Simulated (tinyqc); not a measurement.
Temperatures in a stack of 4 dies with leakage feedback: one step of the calculation.

One-dimensional heat flow to a sink below die 0. The power of each die is released in a plane at its top; from the plane of die j > 0 heat crosses its silicon (ts), a bond layer and the wiring of die j - 1; from die 0 it crosses t0, paste and sink. Copper shares the path through bond and wiring in parallel: k_eff = fm km + (1 - fm) k. Silicon is taken at the temperature of the plane above it. Leakage is P_l exp((T - 350 K)/Tl).

Problem. Resistances per area at 300 K. R = thickness/conductivity for each layer.

Parameters, values chosen for the exercise; conductivities of the order met in silicon, wiring layers, bonds and pastes: conductivity of silicon at 300 K k0 = 141 W/(m K); thickness of a thinned die ts = 20 um; thickness of the die next to the sink t0 = 775 um; thickness of the wiring layers tb = 7 um; conductivity of the wiring layers kb = 3.1 W/(m K); thickness of a bond layer tg = 20 um; conductivity of the bond dielectric kg = 1.3 W/(m K); area share of copper through bond and wiring fm = 0; conductivity of copper km = 390 W/(m K); paste and lid Rt = 0.13 K cm^2/W; heat sink Rs = 0.53 K cm^2/W.

Give: thick die; thinned die; k_eff of the bond; k_eff of the wiring; bond plus wiring; paste plus sink.

Solution.

thick die = 0.05496 K cm^2/W
thinned die = 0.001418 K cm^2/W
k_eff of the bond = 1.300 W/(m K)
k_eff of the wiring = 3.100 W/(m K)
bond plus wiring = 0.1764 K cm^2/W
paste plus sink = 0.6600 K cm^2/W

Computed by the program tinyqc: `OMP_NUM_THREADS=1 python tinyqc.py 2162029 2162030 out.jsonl`, one thread of a shared Intel Xeon 2.30GHz, about 0.03 s for the whole run.
